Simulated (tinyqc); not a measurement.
Inside a calculation. Method: extended Hueckel theory, for BeH2+. The parameters take no account of the charge, which enters only through the electron count. One step of it, computed by the program tinyqc.

Task: Orbitals. Solve H C = S C e through S^(-1/2); fill by pairs from the bottom, a degenerate level sharing its electrons equally; each orbital has its largest coefficient positive (the first on a tie).

H (eV), lower triangle:
```
             1Be 2s    1Be 2px    1Be 2py    1Be 2pz       2H 1s       3H 1s
1Be 2s   -10.000000
1Be 2px    0.000000  -6.000000
1Be 2py    0.000000   0.000000  -6.000000
1Be 2pz    0.000000   0.000000   0.000000  -6.000000
2H 1s     -8.400164   0.000000  -8.117572  -0.884854  -13.600000
3H 1s     -8.400164   0.000000   8.117572  -0.884854   -0.816375  -13.600000
```

overlap S, lower triangle:
```
           1Be 2s   1Be 2px    1Be 2py   1Be 2pz     2H 1s     3H 1s
1Be 2s   1.000000
1Be 2px  0.000000  1.000000
1Be 2py  0.000000  0.000000   1.000000
1Be 2pz  0.000000  0.000000   0.000000  1.000000
2H 1s    0.474586  0.000000   0.552216  0.060194  1.000000
3H 1s    0.474586  0.000000  -0.552216  0.060194  0.040018  1.000000
```

valence electrons = 3

Give: orbital energies; occupations; coefficients; sum of one-electron energies.

Result:

orbital energies (eV): -14.695  -13.450  -6.073  -6.000  -0.049  11.699

occupations: 2.000  1.000  0.000  0.000  0.000  0.000

coefficients:
```
           MO1     MO2     MO3    MO4     MO5     MO6
1Be 2s   0.320   0.000  -0.193  0.000   1.278   0.000
1Be 2px  0.000   0.000   0.000  1.000   0.000   0.000
1Be 2py  0.000   0.121   0.000  0.000   0.000   1.652
1Be 2pz  0.000   0.000   0.981  0.000   0.225   0.000
2H 1s    0.527   0.650   0.069  0.000  -0.759  -1.003
3H 1s    0.527  -0.650   0.069  0.000  -0.759   1.003
```

sum of one-electron energies = -42.839 eV
